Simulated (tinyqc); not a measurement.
What moves the results: two-band massive Dirac model of the K valleys. A value that a table varies takes the place of the one given here.

Basis (conduction, valence): H = [[D/2, a t (tau kx - i ky)], [a t (tau kx + i ky), -D/2 + lam tau sz]], valley tau = +/-1, spin sz = +/-1. The gap of a spin and valley is G = D - lam tau sz. Berry curvature Omega = curl of i<u|grad u>; for the conduction band Omega_c = -tau 2 a^2 t^2 G/(G^2 + 4 a^2 t^2 k^2)^(3/2), and Omega_v = -Omega_c.

Constants: hbar^2/2m0 = 3.80998211 eV angstrom^2.

Values chosen for the exercise (near those used for monolayer MoSe2; not measured data): a = 3.303 angstrom (lattice constant); D = 1.41 eV (gap parameter); t = 0.89 eV (effective hopping); lam = 0.082 eV (half the valence spin splitting).

## Away from the valley

Flavour tau = +1, sz = +1. Parabolic transition energy G + 2 a^2 t^2 k^2/G; degree of circular polarisation eta = 2 cos(theta)/(1 + cos^2(theta)). The last column is the Berry flux of the conduction band inside |k|, over 2 pi: -(1 - cos(theta))/2, cos(theta) = G/(transition energy).

Along |k|:

| \|k\| (1/angstrom) | transition (eV) | parabolic (eV) | Omega_c (angstrom^2) | eta | flux/2 pi |
|---|---|---|---|---|---|
| 0.000 | 1.3280 | 1.3280 | -9.800 | 1.0000 | 0.0000 |
| 0.025 | 1.3361 | 1.3361 | -9.623 | 1.0000 | -0.0030 |
| 0.050 | 1.3601 | 1.3605 | -9.122 | 0.9997 | -0.0118 |
| 0.075 | 1.3993 | 1.4012 | -8.377 | 0.9986 | -0.0255 |
| 0.100 | 1.4523 | 1.4581 | -7.493 | 0.9960 | -0.0428 |
| 0.150 | 1.5942 | 1.6208 | -5.665 | 0.9835 | -0.0835 |
| 0.200 | 1.7738 | 1.8486 | -4.113 | 0.9595 | -0.1257 |
| 0.300 | 2.2078 | 2.4993 | -2.133 | 0.8834 | -0.1993 |

The curvature halves at |k| = 0.173 1/angstrom, where 2 a t k = 0.766 G. At 0.3 the parabola is 291 meV too high, eta has fallen only to 0.883, and the flux has reached -0.199 of the -1/2 that a whole cone holds. The real bands leave this model beyond about 0.1 to 0.2 1/angstrom, where trigonal warping and other bands enter.

## Hole doping of the spin-split valence bands

The Fermi level lies E below the top of the valence band. kF for the upper and lower band of valley +1 from the two-band energy; each flavour holds kF^2/(4 pi) holes per area and both valleys count. Spin polarisation within one valley; Berry flux removed from valley +1, the sum of (1 - cos(theta_F))/2 with cos(theta_F) = G/sqrt(G^2 + 4 a^2 t^2 kF^2), in units of 2 pi.

Holes:

| E (meV) | kF upper (1/angstrom) | kF lower | p (1e12/cm^2) | spin polarisation in a valley | flux/2 pi |
|---|---|---|---|---|---|
| 20.5 | 0.0566 | 0.0000 | 5.09 | 1.000 | 0.0150 |
| 41.0 | 0.0806 | 0.0000 | 10.34 | 1.000 | 0.0291 |
| 82.0 | 0.1157 | 0.0000 | 21.29 | 1.000 | 0.0550 |
| 123.0 | 0.1437 | 0.0000 | 32.87 | 1.000 | 0.0781 |
| 155.8 | 0.1636 | 0.0000 | 42.58 | 1.000 | 0.0950 |
| 180.4 | 0.1775 | 0.0535 | 54.67 | 0.833 | 0.1176 |
| 246.0 | 0.2117 | 0.1222 | 95.08 | 0.500 | 0.1847 |
| 328.0 | 0.2507 | 0.1773 | 150.05 | 0.333 | 0.2554 |

Up to E = 2 lam = 164 meV, a density of 45.1e12/cm^2, only the upper band of this model is emptied and each valley is fully spin-polarised, oppositely in the two. Beyond it the polarisation falls, to 0.33 in the last row. The flux, times e^2/h, is in size the change of the Hall conductivity of one valley; the other valley cancels it in the charge current. Rows with kF above about 0.2 1/angstrom lie beyond the range of the model, and in real layers the valley at Gamma, close below in MoS2 and WS2, can take holes as well.

## What each parameter does

Flavour tau = sz = +1 at k = 0: gap G, mass c G/(a t)^2 with c = hbar^2/2m0, Omega_c, and the B - A splitting 2 lam. Each row changes one parameter from the base and keeps the others.

Results:

| case | G (eV) | mass (m0) | Omega_c (angstrom^2) | B - A (eV) |
|---|---|---|---|---|
| base | 1.3280 | 0.5855 | -9.800 | 0.1640 |
| a = 3.3691 angstrom | 1.3280 | 0.5627 | -10.196 | 0.1640 |
| D = 1.551 eV | 1.4690 | 0.6477 | -8.009 | 0.1640 |
| t = 0.979 eV | 1.3280 | 0.4839 | -11.858 | 0.1640 |
| lam = 0.123 eV | 1.2870 | 0.5674 | -10.434 | 0.2460 |

The largest shifts from the base row, up to three for each result and ties (the steps differ in size, so this ranks the rows, not the parameters). G (eV): D +0.1410, lam -0.0410; unchanged at the printed digits by a and t. mass (m0): t -0.1016, D +0.0622, a -0.0227. Omega_c (angstrom^2): t -2.058, D +1.791, lam -0.634. B - A (eV): lam +0.0820; unchanged at the printed digits by a, D and t. The mass goes as G/(a t)^2 and the curvature as (a t)^2/G^2, so their product is -2c/G.

Computed by tinyqc, a small Python program: `OMP_NUM_THREADS=1 python tinyqc.py 1482640 1482641 out.jsonl` (the numbers bound the seed that draws the inputs); one thread of a shared host (Intel(R) Xeon(R) Processor @ 2.30GHz), about 0.01 s for the whole set of steps.
